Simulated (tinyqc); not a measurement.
## Doping from the body effect

Inverse problem. The threshold of a long MOSFET, counted against the source, shifts by gamma (sqrt(2 phiF + Vsb) - sqrt(2 phiF)) with gamma = sqrt(2 eps0 eps_r q N)/Cox. Find 2 phiF, gamma and N from two shifts.

Parameters, values chosen for the exercise: relative permittivity eps_r = 11.9.

Constants: q = 1.602176634e-19 C, eps0 = 8.8541878128e-14 F/cm where lengths are in cm. Results are converted to the units shown.

|VT - VT(0)| at source-body biases 0.7 and 3.4 V (V): [0.65535967, 2.2683712]
Cox = 0.15013623 uF/cm^2

Answer. The ratio of the shifts depends on 2 phiF alone and rises steadily with it, so it fixes 2 phiF; either shift then gives gamma, and gamma gives N.

2 phiF = 0.7467 V
gamma = 1.935 V^0.5
N = 2.500e17 cm^-3

Numbers from tinyqc (`OMP_NUM_THREADS=1 python tinyqc.py 2060142 2060143 out.jsonl`; about 0.01 s on one thread of a shared Intel Xeon 2.30GHz).
